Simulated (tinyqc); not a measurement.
# Trap density from one capacitance

Problem. Traps spread evenly through the insulator exchange electrons with the semiconductor by tunnelling, with tau(x) = t0 exp(2 ka x) at depth x from the interface. The admittance per area Y seen at depth x obeys dY/dx = -Y^2/(i w eps0 eox) + q Nb ln(1 + i w tau)/tau, with Y(0) = i w Cs and w = 2 pi f; the gate sees Y(tox) = G + i w C. Working variable y = Y/(i w), in uF/cm^2. Cox = eps0 eox/tox. Find Nb and G/w.

Inputs (values chosen for the exercise):
```
symbol  value     unit                                               meaning
eox      18.4                         relative permittivity of the insulator
tox         9       nm                                   insulator thickness
Cs        7.8  uF/cm^2             semiconductor capacitance in accumulation
ka        6.3     1/nm  decay constant of the wave function in the insulator
t0      2e-11        s              time constant of a trap at the interface
f       10000       Hz                                             frequency
```

Constants: q = 1.602176634e-19 C, eps0 = 8.8541878128e-14 F/cm where lengths are in cm. Results are converted to the units shown.

C = 1.5320878 uF/cm^2

Solution. C rises steadily with Nb, so one density matches; in practice ka and t0 must come from the frequency dependence.

Nb = 6.500e19 cm^-3 eV^-1
G/w = 0.008983 uF/cm^2

Numbers from tinyqc (`OMP_NUM_THREADS=1 python tinyqc.py 2202247 2202248 out.jsonl`; about 0.6 s on one thread of a shared Intel Xeon 2.30GHz).
